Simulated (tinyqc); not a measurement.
Inside a calculation. Method: extended Hueckel theory, for H6. Computed by tinyqc, a small Python program that keeps every step (integrals from PySCF). Settings: charge = 0, K = 1.75, multiplicity = 1. Command: `OMP_NUM_THREADS=1 python tinyqc.py 26150 26151 out.jsonl` (the two numbers bound the seeds that draw the settings). One thread of a shared host (Intel(R) Xeon(R) Processor @ 2.60GHz), about 0.01 s of CPU time with the checks.

## Overlaps

Geometry (angstrom):
```
atom         x         y         z
H     0.000000  0.000000  0.000000
H     0.000000  0.000000  0.875000
H     0.000000  0.000000  2.073000
H     0.000000  0.000000  2.949000
H     0.000000  0.000000  4.146000
H     0.000000  0.000000  5.022000
```

Parameters chosen for this run:
```
element  shell  Slater exponent   H_ii (eV)
H           1s         1.300000  -13.600000
```

Slater orbitals, each expanded in six Gaussians scaled to its exponent.

overlap S, order 1H 1s, 2H 1s, 3H 1s, 4H 1s, 5H 1s, 6H 1s:
$$\begin{pmatrix}
1.000000 & 0.546525 & 0.090502 & 0.018373 & 0.001604 & 0.000217 \\
0.546525 & 1.000000 & 0.359979 & 0.090346 & 0.009840 & 0.001600 \\
0.090502 & 0.359979 & 1.000000 & 0.545879 & 0.090502 & 0.018373 \\
0.018373 & 0.090346 & 0.545879 & 1.000000 & 0.360480 & 0.090502 \\
0.001604 & 0.009840 & 0.090502 & 0.360480 & 1.000000 & 0.545879 \\
0.000217 & 0.001600 & 0.018373 & 0.090502 & 0.545879 & 1.000000
\end{pmatrix}$$

## Wolfsberg-Helmholz matrix

diagonal H_ii (eV): 1H 1s -13.600000, 2H 1s -13.600000, 3H 1s -13.600000, 4H 1s -13.600000, 5H 1s -13.600000, 6H 1s -13.600000

K = 1.750000

H_ij = K' S_ij (H_ii + H_jj)/2 for i != j (the diagonal keeps H_ii), with K' = 1.75.

H (eV), order 1H 1s, 2H 1s, 3H 1s, 4H 1s, 5H 1s, 6H 1s:
$$\begin{pmatrix}
-13.600000 & -13.007291 & -2.153941 & -0.437276 & -0.038171 & -0.005162 \\
-13.007291 & -13.600000 & -8.567502 & -2.150230 & -0.234183 & -0.038087 \\
-2.153941 & -8.567502 & -13.600000 & -12.991919 & -2.153941 & -0.437276 \\
-0.437276 & -2.150230 & -12.991919 & -13.600000 & -8.579428 & -2.153941 \\
-0.038171 & -0.234183 & -2.153941 & -8.579428 & -13.600000 & -12.991919 \\
-0.005162 & -0.038087 & -0.437276 & -2.153941 & -12.991919 & -13.600000
\end{pmatrix}$$

## Orbitals

valence electrons = 6

Solve H C = S C e through S^(-1/2); fill by pairs from the bottom, a degenerate level sharing its electrons equally; each orbital has its largest coefficient positive (the first on a tie).

orbital energies (eV): [-18.610377, -17.391038, -15.230843, -5.777739, 1.689891, 11.792498]

occupations: [2.000000, 2.000000, 2.000000, 0.000000, 0.000000, 0.000000]

coefficients, order 1H 1s, 2H 1s, 3H 1s, 4H 1s, 5H 1s, 6H 1s:
$$\begin{pmatrix}
0.203769 & 0.379093 & 0.427614 & -0.607841 & -0.708556 & -0.465161 \\
0.287088 & 0.396125 & 0.233131 & 0.405822 & 0.826662 & 0.739963 \\
0.361186 & 0.117569 & -0.427152 & 0.589687 & -0.256073 & -0.990872 \\
0.361249 & -0.118321 & -0.426729 & -0.588568 & -0.259399 & 0.991080 \\
0.287119 & -0.395773 & 0.233712 & -0.408160 & 0.825687 & -0.739143 \\
0.203598 & -0.378476 & 0.428639 & 0.609909 & -0.706376 & 0.463834
\end{pmatrix}$$

sum of one-electron energies = -102.464515 eV

## Mulliken analysis

P = C n C^T; charge = valence electrons (H 1) minus the sum of (P S)_ii on the atom; overlap population = 2 sum P_ij S_ij between two atoms.

charges: 1H -0.055967, 2H 0.047160, 3H 0.008826, 4H 0.008942, 5H 0.047331, 6H -0.056292

Overlap populations:
```
pair      value
2-1    0.674102
3-1   -0.023345
3-2    0.072977
4-1   -0.011297
4-2   -0.015411
4-3    0.652534
5-1    0.000054
5-2   -0.000782
5-3   -0.015442
5-4    0.073276
6-1    0.000071
6-2    0.000054
6-3   -0.011322
6-4   -0.023379
6-5    0.673452
```
